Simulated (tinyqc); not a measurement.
Inversion-layer mobility, back-scattering and ballistic limit of a field-effect transistor: one step, computed by the program tinyqc.

The charge at the top of the source barrier is fixed by the gate; series resistance and short-channel effects are left out. F_j are Fermi integrals normalised to exp(eta) in the classical limit.

Question. Back-scattering. F_j(eta) = (1/Gamma(j + 1)) int_0^infinity x^j/(1 + exp(x - eta)) dx, F_0 = ln(1 + exp(eta)). Integrals over x = E/(k_B T) use 160 Gauss-Legendre points in u = sqrt(x) from 0 to sqrt(max(eta, 0) + 32). Ballistic channel: N_2D = g_v m k_B T/(pi hbar^2), U = e V_D/(k_B T); eta_F solves N_inv = (N_2D/2)[F_0(eta_F) + F_0(eta_F - U)]; v_T = sqrt(2 k_B T/(pi m)); I/W = e (N_2D/2) v_T [F_1/2(eta_F) - F_1/2(eta_F - U)]; injection velocity v_T F_1/2(eta_F)/F_0(eta_F). Mean free path lambda = (2 k_B T/e)(mu/v_T) F_0(eta_0)/F_-1/2(eta_0), with eta_0 from N_inv = N_2D F_0(eta_0); critical length l = L (1 + U)^(-a), an empirical rule; back-scattering r = l/(l + lambda). Then eta solves N_inv = (N_2D/2)[(1 + r) F_0(eta) + (1 - r) F_0(eta - U)] and I/W = e (N_2D/2) v_T (1 - r)[F_1/2(eta) - F_1/2(eta - U)]. Ballistic ratio: I over the ballistic current. Apparent mobility 1/(1/mu + 1/mu_B), mu_B = mu L/lambda.

Inputs (values chosen for the exercise, modelled on a germanium p-channel):
```
quantity,value,unit
transport mass m,0.2,m_0
valley degeneracy g_v,1,-
drain voltage V_D,0.05,V
channel length L,12,nm
exponent a of the critical length,0.77,-
temperature T,200,K
```

Statistics at the top of the barrier: Fermi-Dirac.

inversion density N_inv = 2.798078e+12 1/cm^2

effective mobility mu = 233.7947 cm^2/(V s)

Constants: m_0 = 9.1093837015e-31 kg; k_B = 1.380649e-23 J/K; hbar = 1.054571817e-34 J s; k_B = 8.617333262e-05 eV/K; e = 1.602176634e-19 C.

Give: eta_0; mean free path lambda; critical length l; back-scattering coefficient r; current I/W; ballistic ratio; apparent low-field mobility.

Answer.

eta_0 = 1.789

mean free path lambda = 11.60 nm

critical length l = 4.207 nm

back-scattering coefficient r = 0.2662

current I/W = 270.6 microampere/micrometre

ballistic ratio = 0.6390

apparent low-field mobility = 118.9 cm^2/(V s)

L/lambda = 1.03, but at this drain voltage only the first 4.21 nm can return a carrier to the source, so the device works at 64 % of its ballistic limit.
